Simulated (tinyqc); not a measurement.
Charge-trap memory cell: one step of the calculation.

Channel, tunnel oxide, storage layer, blocking layer, gate. N electrons per area sit in a sheet at the centroid and shift the threshold by U = (q/eps0) N (tb/eb + xc tn/en). EOT = t1 + 3.9 (tn/en + tb/eb); tunnel field F = (Vg - U)/EOT; dN/dt = eta (J/q)(1 - N/Nm). Fowler-Nordheim: J = A F^2 exp(-B/F), A = q^2/(16 pi^2 hbar mo phi) (times 1e14 for A/cm^2 with F in V/nm, emitter mass m0), B = (4/3) sqrt(mo/C) phi^1.5, C = hbar^2/(2 m0).

Question. Retention after ten years. Retention: filled traps are spread evenly in depth from E1 to E2, and each empties at the rate nu exp(-E/kB T). The share left is the mean of exp(-nu t exp(-E/kB T)) = [kB T/(E2 - E1)] [E1x(nu t exp(-E2/kB T)) - E1x(nu t exp(-E1/kB T))], E1x the exponential integral; traps shallower than about Ed = kB T ln(nu t) are empty. t = 3.15576e8 s.

Values chosen for this exercise; oxide values close to those of silicon dioxide, storage layer close to silicon nitride, blocking layer close to silicon dioxide: storage temperature T = 300 K; shallowest trap depth E1 = 0.72 eV; deepest trap depth E2 = 1.6 eV; attempt frequency nu = 1e13 1/s.

Constants: q = 1.602176634e-19 C, kB = 1.380649e-23 J/K, Vt = kB T/q. Results are converted to the units shown.

Give: Ed; share left; loss a decade while Ed lies between E1 and E2, kB T ln 10/(E2 - E1).

Answer.

Ed = 1.280 eV
share left = 0.3469
loss a decade while Ed lies between E1 and E2, kB T ln 10/(E2 - E1) = 0.06764

Range of the model: The Fowler-Nordheim form needs F t1 above phi; trap-assisted paths and leakage through the blocking layer are left out.

Computed by the program tinyqc: `OMP_NUM_THREADS=1 python tinyqc.py 2130012 2130013 out.jsonl`, one thread of a shared Intel Xeon 2.30GHz, about 0.03 s for the whole run.
